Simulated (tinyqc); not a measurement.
Raman shift of the zone-centre optical phonon of a diamond-structure crystal under stress: one step, computed by the program tinyqc. Command: `OMP_NUM_THREADS=1 python tinyqc.py 3022198 3022199 out.jsonl ramanstress walk`. One thread of a shared host (Intel(R) Xeon(R) Processor @ 2.30GHz), about 0.01 s of CPU time with the checks.

Axes x, y, z are the cube axes. Strain shifts the threefold optical mode and can split it; p, q and r are the phonon deformation potentials.

Question. The line seen from a (001) surface. Backscattering from a (001) surface: incident polarisation (cos phi, sin phi, 0). With Raman tensors (R_z)_xy = (R_z)_yx = 1 and cyclic, only the z component u_z of a mode counts: I = u_z^2 sin^2(2 phi) for parallel and u_z^2 cos^2(2 phi) for crossed polarisers. An unresolved line sits at the intensity-weighted shift, which is M_zz/(2 omega_0).

Inputs (values chosen for the exercise, modelled on diamond): stress sigma (tension positive) = -0.085 GPa; polarisation angle phi = 30 degree.

Stress state: uniaxial. Axis: [110].

M/(2 omega_0) (1/cm):
```
           x          y          z
x  0.1013964  0.0916409  0.0000000
y  0.0916409  0.1013964  0.0000000
z  0.0000000  0.0000000  0.0741712
```

Give: total intensity, parallel; total intensity, crossed; shift of the observed line; shift per stress; stress per shift.

Answer.

total intensity, parallel = 0.75

total intensity, crossed = 0.25

shift of the observed line = 0.074171 1/cm

shift per stress = -0.87260 1/(cm GPa)

stress per shift = -1146.0 MPa cm

The z-polarised mode is an eigenmode here, so one line is seen.
